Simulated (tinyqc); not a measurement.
Chemical vapour deposition: Grove model, boundary layer, depletion and step coverage: one step, computed by the program tinyqc. Command: `OMP_NUM_THREADS=1 python tinyqc.py 3014301 3014302 out.jsonl cvd walk`. One thread of a shared host (Intel(R) Xeon(R) Processor @ 2.30GHz), about 0.01 s of CPU time with the checks.

A precursor diffuses to the surface and reacts there at first order; each molecule that reacts adds one formula unit of film.

Task: Growth rate at the inlet. Fluxes in series: C_s = C_g/(1 + k_s/h_g); growth rate G = k_s h_g/(k_s + h_g) C_g/N; 1 cm/s = 6e8 nm/min.

Inputs (values chosen for the exercise, close to those used for tungsten from its fluoride): temperature T = 490 C; film density N = 6.3e+22 formula units/cm^3; channel height b = 7.2 cm.

Reactor: horizontal, reduced pressure.

surface rate constant k_s = 0.05737363 cm/s

mass-transfer coefficient h_g = 12.48053 cm/s

precursor density C_g = 1.579149e+15 1/cm^3

Give: ratio k_s/h_g; C_s/C_g; growth rate G at the inlet.

Result:

ratio k_s/h_g = 0.0045971

C_s/C_g = 0.99542

growth rate G at the inlet = 0.85892 nm/min

The surface reaction limits the rate, so temperature must be uniform. Caution: the boundary layer is capped at b/2, so U, L and nu no longer affect h_g.
